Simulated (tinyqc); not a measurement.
Scale length and length offset from two DIBL values.

Question. DIBL = exp(-Le/(2 l)) + 2 exp(-Le/l) with Le = L - dL. Find l, dL and the drawn length for a DIBL of 100 mV/V.

DIBL at drawn lengths 66 and 100 nm (mV/V): [121.37047, 31.780352]

Solution. With e = exp(-Le/(2 l)), 2 e^2 + e = DIBL gives e and so Le/l at each length; Le/l is a straight line in L with slope 1/l.

l = 14.0 nm
dL = 1.80 nm
length for 100 mV/V = 70.7 nm

Numbers from tinyqc (`OMP_NUM_THREADS=1 python tinyqc.py 2002151 2002152 out.jsonl`; about 0.01 s on one thread of a shared Intel Xeon 2.30GHz).
